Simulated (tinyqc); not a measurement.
Energy conservation against the time step: molecular dynamics of a small cluster by velocity Verlet steps. Computed by tinyqc, a small Python program. Command: `OMP_NUM_THREADS=1 python tinyqc.py 3027642 3027643 out.jsonl verlet walk`. One thread of a shared host (Intel(R) Xeon(R) Processor @ 2.30GHz), about 0.2 s of CPU time with the checks.

E = sum_i {sum_j A exp(-p (r_ij/r0 - 1)) - xi sqrt(rho_i)}, rho_i = sum_j exp(-2 q (r_ij/r0 - 1)); the force on i is -sum_j w_ij (R_i - R_j)/r_ij with w_ij = -(2p/r0) A exp(-p (r_ij/r0 - 1)) + (xi q/r0) exp(-2 q (r_ij/r0 - 1)) (rho_i^(-1/2) + rho_j^(-1/2)).

Inputs (values chosen for the exercise, for model atoms):
```
quantity       value      unit
length r0       2.73  angstrom
repulsion A     0.11        eV
hopping xi      1.44        eV
decay p         11.5         -
decay q         3.04         -
atomic mass M   93.3         u
time step dt     3.2        fs
steps            300         -
```

Potential: Gupta.

starting positions (angstrom):
```
            x      y      z
atom 1  -0.01   0.02   0.03
atom 2    2.5  -0.02   0.02
atom 3   1.25   2.24  -0.01
atom 4   1.26   0.72   2.11
atom 5   1.27   0.74  -2.05
```

starting velocities (angstrom/fs):
```
               x         y         z
atom 1   0.00175   -0.0004   -0.0019
atom 2   0.00193  -0.00068  -0.00122
atom 3  -0.00136   0.00099   0.00035
atom 4  -0.00099   0.00068   0.00247
atom 5  -0.00133  -0.00058    0.0003
```

Constants: 1 eV/(angstrom u) = 9.648533212e-03 angstrom/fs^2; k_B = 8.617333262e-05 eV/K.

Method:
- Relax the cluster, diagonalise the Hessian (central differences): omega_max = sqrt(c lambda_max/M). Verlet steps are stable for omega_max dt < 2.
- Velocity Verlet: a = c F/M with c = 9.648533212e-3 angstrom/fs^2 per eV/(angstrom u); R(new) = R + v dt + a dt^2/2; v(new) = v + (a + a(new)) dt/2. Kinetic energy K = M v^2/(2c); temperature T = 2K/((3N - 3) k_B), rotation of the cluster included.
- Runs without thermostat over the same span of time, steps x dt; spread = largest minus smallest value. For contrast, the energy gained over the first 30 dt (dt of the inputs) by explicit Euler steps: R(new) = R + v dt, v(new) = v + a dt.

omega_max dt = 0.168008

Energy error (eV):
```
dt (fs)  omega_max dt  Verlet, spread of U + K  Euler, gain in U + K
0.4           0.02100               4.8440e-06               0.00683
0.8           0.04200               1.9380e-05               0.01408
1.6           0.08400               7.7588e-05               0.02995
3.2           0.16801               3.0973e-04               0.06780
6.4           0.33602               1.2273e-03               0.17265
9.6           0.50402               2.8258e-03               0.32003
```

The Verlet error grows as dt^2.00 between the first rows, the second order of the method. Euler steps gain energy steadily: over that short span the gain in the first row is already 1400 times the Verlet spread of the whole run, and it grows as dt^1.04, tending to the first order of that method as dt shrinks.

Extremes, crossings and ranges named in words are read from the listed rows.
